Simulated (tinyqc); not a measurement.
# Resonant-tunnelling diode, transfer matrices and Tsu-Esaki current: effects of single changes

Emitter (band edge 0), barrier d1, well Lw, barrier d2, spacer ds, collector (edge -V). The bias drops linearly over these layers and none in the contacts; each layer is cut into ns equal slices, flat at the value of their centres. E is the energy of motion across the layers, C = hbar^2/(2 m0), psi and psi'/m are continuous. Transport is coherent, T(E) is taken as independent of the transverse momentum, and charge in the well is ignored.

Values chosen for this exercise; masses and offsets of a made-up heterostructure:
```
symbol,value,unit,meaning
T,150,K,temperature
mw,0.042,m0,"mass in the well, spacer and contacts"
U1,0.71,eV,barrier height
m1,0.055,m0,barrier mass
d1,2.4,nm,emitter barrier
Lw,5.2,nm,well width
d2,2.4,nm,collector barrier
ns,4,,slices in each layer
ds,3.7,nm,undoped spacer after the collector barrier
Ef,0.081,eV,Fermi energy of both contacts above their band edges
V,0.25,V,bias of the collector
```

Constants: q = 1.602176634e-19 C, kB = 1.380649e-23 J/K, hbar = 1.054571817e-34 J s, m0 = 9.1093837015e-31 kg, Vt = kB T/q, hbar^2/(2 m0) = 0.0380998212 eV nm^2. Results are converted to the units shown.

Each table varies one quantity; the others keep the values above.

## Effect of the collector barrier

For the pair (psi, psi'/m) a flat layer has M = [[cos kd, (m/k) sin kd], [-(k/m) sin kd, cos kd]] with k = sqrt(m (E - U)/C) above its edge U, and M = [[cosh Kd, (m/K) sinh Kd], [(K/m) sinh Kd, cosh Kd]] with K = sqrt(m (U - E)/C) below it. Later slices stand to the left. With M acting on (psi, psi'/m) and v = k/m in each lead, T(E) = 4 vL vR/[(vL vR M12 - M21)^2 + (vR M11 + vL M22)^2]. J = J0 times the integral over E > 0 of T(E) N(E), N = ln[(1 + exp((Ef - E)/Vt))/(1 + exp((Ef - V - E)/Vt))], J0 = q^2 mw m0 kB T/(2 pi^2 hbar^3) (times 1e-4 for A/cm^2 per eV). The integral is converged to the digits shown. The resonance is the first maximum of T(E) for E > 0, G its full width at half maximum.

Effect of the collector barrier:
```
d2 (nm)  Er (eV)      Tp  G (meV)  J (kA/cm^2)
1.4      0.04357  0.1613    17.15        91.18
1.9      0.04821  0.3568    7.645        89.66
2.3      0.05145  0.5995    4.291        80.35
2.8      0.05504  0.9124    2.341        61.17
3.2      0.05765  0.9981    1.629        43.11
3.6      0.06007  0.8614    1.276        26.89
4.1      0.06289  0.5428    1.079        12.94
```

Read the table: what changes, and by how much?

As d2 grows from 1.4 to 4.1 nm, G falls from 17.1 to 1.08 meV, Tp goes from 0.161 through a maximum of 0.998 (at d2 = 3.2 nm among the rows listed) to 0.543, and J falls from 91.2 to 12.9 kA/cm^2. The product G Tp changes by a factor of 0.212 and J by 0.142; the rest comes from the shift of Er (0.0436 to 0.0629 eV) against the supply function and from current off resonance.

## Resonance against bias

Same model as above.

For a sharp resonance J = J0 (pi G/2) Tp N(Er), with Er the peak energy, Tp the peak transmission and G the full width at half maximum (in eV).

Resonance against bias:
```
V (V)  Er (eV)      Tp  G (meV)  J (kA/cm^2)  one-resonance J (kA/cm^2)
0.04    0.1304  0.9918    3.614        1.191                      1.020
0.089   0.1124  0.9583    3.605        4.367                      4.025
0.139  0.09384  0.8970    3.623        14.36                      14.13
0.189  0.07517  0.8090    3.669        37.63                      38.67
0.238  0.05674  0.6982    3.737        69.61                      72.72
0.288  0.03781  0.5601    3.826        95.27                      99.83
0.338  0.01877  0.3869    3.916        95.92                      100.8
```

What does the table show?

Er falls from 0.130 to 0.0188 eV, by 0.375 eV a volt, against the share 0.365 of the bias at the centre of the well. Tp falls from 0.992 to 0.387: the bias makes equal barriers unequal. The one-resonance current is 14 % below the full integral in the first row and 5.1 % above it in the last.

Computed by the program tinyqc: `OMP_NUM_THREADS=1 python tinyqc.py 2600128 2600129 out.jsonl`, one thread of a shared Intel Xeon 2.30GHz, about 0.6 s for the whole run.
